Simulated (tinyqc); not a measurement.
Spin coating of a resist or spin-on film: centrifugal thinning, evaporation and the final thickness (Emslie and Meyerhofer models): one step, computed by the program tinyqc.

A Newtonian film stays uniform over the wafer; solvent and solids have the same density and the concentration is uniform through the thickness.

Question. Rates. omega = 2 pi f/60; nu(c) = nu_s + k c^gamma; evaporation rate e = e0 sqrt(f/1000 rpm). Flow constant K = 2 omega^2/(3 nu(c0)); Reynolds number of the air omega R^2/nu_air with nu_air = 15 mm^2/s.

Inputs (values chosen for the exercise, of the order of those of a polymer resist in an ester solvent):
```
quantity                                 value          unit
solids volume fraction c0                 0.31             -
kinematic viscosity of the solvent nu_s    2.4        mm^2/s
viscosity constant k                      1100        mm^2/s
viscosity exponent gamma                   3.5             -
spin speed f                              1000           rpm
evaporation rate at 1000 rpm e0           0.11  micrometre/s
wafer radius R                             100            mm
```

Give: omega; nu(c0); evaporation rate e; flow constant K; Reynolds number of the air.

Answer.

omega = 104.7 1/s

nu(c0) = 20.65 mm^2/s

evaporation rate e = 0.11 micrometre/s

flow constant K = 3.541e-04 1/(micrometre^2 s)

Reynolds number of the air = 69813
